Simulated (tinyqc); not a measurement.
Inside a calculation. Method: Pariser-Parr-Pople SCF with singles CI, for the molecule [CH2+]c1ccccc1 (SMILES; centres numbered as the heavy atoms are written). Computed by tinyqc, a small Python program that keeps every step. Settings: charge = 1, gamma = Ohno, start = core, damping = 0, iteration cap = 72, excitations kept = 9. Command: `OMP_NUM_THREADS=1 python tinyqc.py 20865 20866 out.jsonl` (the two numbers bound the seeds that draw the settings). One thread of a shared host (Intel(R) Xeon(R) Processor @ 2.60GHz), about 0.02 s of CPU time with the checks. Later iterations appear only in the table of the cycle.

## PPP integrals

Centres (angstrom, eV; a flat drawing with bonds scaled to 1.40 angstrom):
```
centre          x          y  core charge z          W   gamma_rr
1C       2.400000   0.000000              1  11.160000  11.130000
2C       1.000000   0.000000              1  11.160000  11.130000
3C       0.300000   1.212000              1  11.160000  11.130000
4C      -1.100000   1.212000              1  11.160000  11.130000
5C      -1.800000   0.000000              1  11.160000  11.130000
6C      -1.100000  -1.212000              1  11.160000  11.130000
7C       0.300000  -1.212000              1  11.160000  11.130000
```

Resonance integrals (eV):
```
i  j       beta
1  2  -2.390000
2  3  -2.390000
3  4  -2.390000
4  5  -2.390000
5  6  -2.390000
6  7  -2.390000
7  2  -2.390000
```

Ohno: gamma = 14.399645/sqrt(R^2 + a^2), a = 2 x 14.399645/(gamma_rr + gamma_ss); H_rr = -W_r - sum_(s != r) z_s gamma_rs; H_rs = beta for bonds.

repulsion gamma_rs (eV):
```
           1C         2C         3C         4C         5C         6C         7C
1C  11.130000   7.553862   5.239602   3.670230   3.276555   3.670230   5.239602
2C   7.553862  11.130000   7.554960   5.239602   4.668463   5.239602   7.554960
3C   5.239602   7.554960  11.130000   7.553862   5.239602   4.669500   5.240702
4C   3.670230   5.239602   7.553862  11.130000   7.554960   5.240702   4.669500
5C   3.276555   4.668463   5.239602   7.554960  11.130000   7.554960   5.239602
6C   3.670230   5.239602   4.669500   5.240702   7.554960  11.130000   7.553862
7C   5.239602   7.554960   5.240702   4.669500   5.239602   7.553862  11.130000
```

core matrix H (eV):
```
            1C          2C          3C          4C          5C          6C          7C
1C  -39.810081   -2.390000    0.000000    0.000000    0.000000    0.000000    0.000000
2C   -2.390000  -48.971449   -2.390000    0.000000    0.000000    0.000000   -2.390000
3C    0.000000   -2.390000  -46.658228   -2.390000    0.000000    0.000000    0.000000
4C    0.000000    0.000000   -2.390000  -45.088855   -2.390000    0.000000    0.000000
5C    0.000000    0.000000    0.000000   -2.390000  -44.694143   -2.390000    0.000000
6C    0.000000    0.000000    0.000000    0.000000   -2.390000  -45.088855   -2.390000
7C    0.000000   -2.390000    0.000000    0.000000    0.000000   -2.390000  -46.658228
```

## Starting guess

pi electrons, sum of z_r less the charge = 6

Orbitals of the core matrix H.

P at the start:
```
           1C         2C         3C         4C         5C         6C         7C
1C   0.067208   0.308299   0.099640  -0.052650  -0.097214  -0.052650   0.099640
2C   0.308299   1.448264   0.541153  -0.113860  -0.303959  -0.113860   0.541153
3C   0.099640   0.541153   1.011467   0.712456   0.206740  -0.237646  -0.300472
4C  -0.052650  -0.113860   0.712456   0.864238   0.608872   0.176176  -0.237646
5C  -0.097214  -0.303959   0.206740   0.608872   0.733119   0.608872   0.206740
6C  -0.052650  -0.113860  -0.237646   0.176176   0.608872   0.864238   0.712456
7C   0.099640   0.541153  -0.300472  -0.237646   0.206740   0.712456   1.011467
```

## Iteration 1: Fock matrix

F_rr = H_rr + P_rr gamma_rr / 2 + sum_(s != r) P_ss gamma_rs; F_rs = H_rs - P_rs gamma_rs / 2; E = tr P (H + F) / 2 + core repulsion sum_(r<s) z_r z_s gamma_rs.

F (eV):
```
           1C          2C          3C          4C         5C          6C          7C
1C  -9.150710   -3.554424   -0.261038    0.096618   0.159263    0.096618   -0.261038
2C  -3.554424  -12.641936   -4.434193    0.298290   0.709511    0.298290   -4.434193
3C  -0.261038   -4.434193  -10.029758   -5.080898  -0.541618    0.554844    0.787341
4C   0.096618    0.298290   -5.080898  -10.012956  -4.690001   -0.461644    0.554844
5C   0.159263    0.709511   -0.541618   -4.690001  -9.975025   -4.690001   -0.541618
6C   0.096618    0.298290    0.554844   -0.461644  -4.690001  -10.012956   -5.080898
7C  -0.261038   -4.434193    0.787341    0.554844  -0.541618   -5.080898  -10.029758
```

pi energy = -81.487516 eV

## Iteration 1: orbitals and new P

Diagonalise F (the basis is taken as orthonormal) and form P = 2 sum c c over the lowest orbitals.

orbital energies (eV): -19.699650  -16.895022  -15.855373  -8.690762  -4.787773  -4.513037  -1.411482

P after iteration 1:
```
           1C         2C         3C         4C         5C         6C         7C
1C   0.242319   0.540659   0.204839  -0.081309  -0.190962  -0.081309   0.204839
2C   0.540659   1.242997   0.534593  -0.048530  -0.268980  -0.048530   0.534593
3C   0.204839   0.534593   0.892923   0.709079   0.170686  -0.284674  -0.218676
4C  -0.081309  -0.048530   0.709079   0.952831   0.633107   0.064429  -0.284674
5C  -0.190962  -0.268980   0.170686   0.633107   0.823177   0.633107   0.170686
6C  -0.081309  -0.048530  -0.284674   0.064429   0.633107   0.952831   0.709079
7C   0.204839   0.534593  -0.218676  -0.284674   0.170686   0.709079   0.892923
```

## Iteration 2: Fock matrix

As before.

F (eV):
```
            1C          2C          3C          4C         5C          6C          7C
1C  -10.023627   -4.432030   -0.536638    0.149212   0.312849    0.149212   -0.536638
2C   -4.432030  -12.903857   -4.409415    0.127140   0.627862    0.127140   -4.409415
3C   -0.536638   -4.409415  -10.389207   -5.068143  -0.447162    0.664643    0.573007
4C    0.149212    0.127140   -5.068143  -10.257087  -4.781550   -0.168828    0.664643
5C    0.312849    0.627862   -0.447162   -4.781550  -9.761988   -4.781550   -0.447162
6C    0.149212    0.127140    0.664643   -0.168828  -4.781550  -10.257087   -5.068143
7C   -0.536638   -4.409415    0.573007    0.664643  -0.447162   -5.068143  -10.389207
```

pi energy = -82.924208 eV

## Iteration 2: orbitals and new P

As before.

orbital energies (eV): -20.362161  -17.260043  -16.274653  -8.945869  -4.775821  -4.749522  -1.613991

P after iteration 2:
```
           1C         2C         3C         4C         5C         6C         7C
1C   0.373926   0.646856   0.237141  -0.105470  -0.234284  -0.105470   0.237141
2C   0.646856   1.166032   0.499542  -0.032224  -0.229892  -0.032224   0.499542
3C   0.237141   0.499542   0.857985   0.716932   0.184477  -0.280176  -0.218019
4C  -0.105470  -0.032224   0.716932   0.971593   0.626319   0.047597  -0.280176
5C  -0.234284  -0.229892   0.184477   0.626319   0.800886   0.626319   0.184477
6C  -0.105470  -0.032224  -0.280176   0.047597   0.626319   0.971593   0.716932
7C   0.237141   0.499542  -0.218019  -0.280176   0.184477   0.716932   0.857985
```

## Iteration 3: Fock matrix

As before.

F (eV):
```
            1C          2C          3C          4C         5C          6C          7C
1C  -10.174054   -4.833131   -0.621263    0.193549   0.383823    0.193549   -0.621263
2C   -4.833131  -12.773385   -4.277009    0.084420   0.536621    0.084420   -4.277009
3C   -0.621263   -4.277009  -10.546093   -5.097803  -0.483292    0.654140    0.571287
4C    0.193549    0.084420   -5.097803  -10.570050  -4.755908   -0.124721    0.654140
5C    0.383823    0.536621   -0.483292   -4.755908  -9.896751   -4.755908   -0.483292
6C    0.193549    0.084420    0.654140   -0.124721  -4.755908  -10.570050   -5.097803
7C   -0.621263   -4.277009    0.571287    0.654140  -0.483292   -5.097803  -10.546093
```

pi energy = -83.187789 eV

## Iteration 3: orbitals and new P

As before.

orbital energies (eV): -20.544294  -17.457407  -16.543104  -8.862081  -5.019605  -4.807913  -1.842073

P after iteration 3:
```
           1C         2C         3C         4C         5C         6C         7C
1C   0.438445   0.689731   0.246051  -0.114951  -0.247826  -0.114951   0.246051
2C   0.689731   1.134105   0.479399  -0.027159  -0.212520  -0.027159   0.479399
3C   0.246051   0.479399   0.840968   0.723792   0.194611  -0.274506  -0.217352
4C  -0.114951  -0.027159   0.723792   0.982246   0.620371   0.040566  -0.274506
5C  -0.247826  -0.212520   0.194611   0.620371   0.781022   0.620371   0.194611
6C  -0.114951  -0.027159  -0.274506   0.040566   0.620371   0.982246   0.723792
7C   0.246051   0.479399  -0.217352  -0.274506   0.194611   0.723792   0.840968
```

## Convergence

Stop when output and input P, before any damping, agree to 1e-7.

Course of the cycle:
```
iteration        E (eV)  largest |P(out) - P(in)|
1          -81.48751609                  2.32e-01
2          -82.92420808                  1.32e-01
3          -83.18778861                  6.45e-02
4          -83.24057671                  2.74e-02
5          -83.25104459                  1.13e-02
6          -83.25343262                  4.76e-03
7          -83.25408072                  2.50e-03
8          -83.25428050                  1.47e-03
9          -83.25434655                  8.69e-04
10         -83.25436911                  5.13e-04
11         -83.25437693                  3.03e-04
...                 ...                       ...
17         -83.25438112                  1.30e-05
18         -83.25438112                  7.70e-06
19         -83.25438113                  4.56e-06
20         -83.25438113                  2.70e-06
21         -83.25438113                  1.60e-06
22         -83.25438113                  9.45e-07
23         -83.25438113                  5.60e-07
24         -83.25438113                  3.31e-07
25         -83.25438113                  1.96e-07
26         -83.25438113                  1.16e-07
27         -83.25438113                  6.87e-08
```

Converged in 27 iterations.

## Converged orbitals

Charges are z - P_rr.

orbital energies (eV): -20.646591  -17.599118  -16.783240  -8.798139  -5.214982  -4.863897  -2.044386

coefficients:
```
         MO1        MO2        MO3        MO4        MO5        MO6        MO7
1C  0.312084  -0.381523   0.000000   0.724787   0.000000  -0.452189   0.165082
2C  0.584181  -0.467408   0.000000  -0.071278   0.000000   0.550705  -0.363188
3C  0.390792  -0.003811   0.506852  -0.392197  -0.493053  -0.215790   0.383254
4C  0.303171   0.407651   0.493053   0.023597   0.506852  -0.251050  -0.422286
5C  0.268466   0.550983   0.000000   0.401063   0.000000   0.522558   0.436378
6C  0.303171   0.407651  -0.493053   0.023597  -0.506852  -0.251050  -0.422286
7C  0.390792  -0.003811  -0.506852  -0.392197   0.493053  -0.215790   0.383254
```

pi charges: 1C 0.514088, 2C -0.119476, 3C 0.180737, 4C -0.002387, 5C 0.248687, 6C -0.002387, 7C 0.180737

## Singles CI, singlets

Over the 9 single excitations with the smallest orbital gaps: A = (e_a - e_i) delta + 2 (ia|jb) - (ij|ab), with (pq|rs) = sum c_mp c_mq gamma_mn c_nr c_ns. f = 2/3 w |mu|^2 in atomic units, mu = sqrt2 sum c_ia sum_m c_mi c_ma R_m.

singlet CI matrix (eV):
```
           3>4        2>4       3>5        1>4        3>6        2>5        2>6        3>7
3>4   3.241767   0.000000  0.000000   0.000000   0.002474  -0.673788   0.000000   0.020295
2>4   0.000000   4.776258  0.653831   0.404800   0.000000   0.000000  -0.169983   0.000000
3>5   0.000000   0.653831  6.492622   0.003179   0.000000   0.000000   0.742688   0.000000
1>4   0.000000   0.404800  0.003179   6.602196   0.000000   0.000000  -0.160041   0.000000
3>6   0.002474   0.000000  0.000000   0.000000   6.705253  -0.691857   0.000000  -0.061984
2>5  -0.673788   0.000000  0.000000   0.000000  -0.691857   7.025535   0.000000   0.172856
2>6   0.000000  -0.169983  0.742688  -0.160041   0.000000   0.000000   7.555496   0.000000
3>7   0.020295   0.000000  0.000000   0.000000  -0.061984   0.172856   0.000000   8.885840
1>5  -0.086496   0.000000  0.000000   0.000000   0.159103  -0.154494   0.000000   0.397051

           1>5
3>4  -0.086496
2>4   0.000000
3>5   0.000000
1>4   0.000000
3>6   0.159103
2>5  -0.154494
2>6   0.000000
3>7   0.397051
1>5   9.617768
```

singlet excitation energies (eV): 3.119239  4.442189  6.208745  6.253012  6.775614  7.583234  7.955757  8.764186  9.800760

oscillator strengths: 0.077422  0.469112  0.011651  0.681103  0.202315  0.785109  0.348593  0.040053  0.034909

## Singles CI, triplets

Over the 9 single excitations with the smallest orbital gaps: A = (e_a - e_i) delta - (ij|ab), with (pq|rs) = sum c_mp c_mq gamma_mn c_nr c_ns.

triplet CI matrix (eV):
```
           3>4        2>4        3>5        1>4        3>6        2>5        2>6        3>7
3>4   2.361063   0.000000   0.000000   0.000000  -0.744985  -0.247995   0.000000   0.483417
2>4   0.000000   2.833252  -0.247995   0.901329   0.000000   0.000000  -0.430106   0.000000
3>5   0.000000  -0.247995   4.420531  -0.652619   0.000000   0.000000   0.178882   0.000000
1>4   0.000000   0.901329  -0.652619   5.458966   0.000000   0.000000  -1.034147   0.000000
3>6  -0.744985   0.000000   0.000000   0.000000   5.750119   0.178882   0.000000  -0.153931
2>5  -0.247995   0.000000   0.000000   0.000000   0.178882   6.010808   0.000000   0.719130
2>6   0.000000  -0.430106   0.178882  -1.034147   0.000000   0.000000   6.161882   0.000000
3>7   0.483417   0.000000   0.000000   0.000000  -0.153931   0.719130   0.000000   7.908969
1>5  -0.652619   0.000000   0.000000   0.000000   0.029459  -0.437906   0.000000   1.225213

           1>5
3>4  -0.652619
2>4   0.000000
3>5   0.000000
1>4   0.000000
3>6   0.029459
2>5  -0.437906
2>6   0.000000
3>7   1.225213
1>5   8.870145
```

triplet excitation energies (eV): 2.061989  2.549042  4.070961  5.042943  5.401410  6.114902  7.211687  7.606363  9.716440
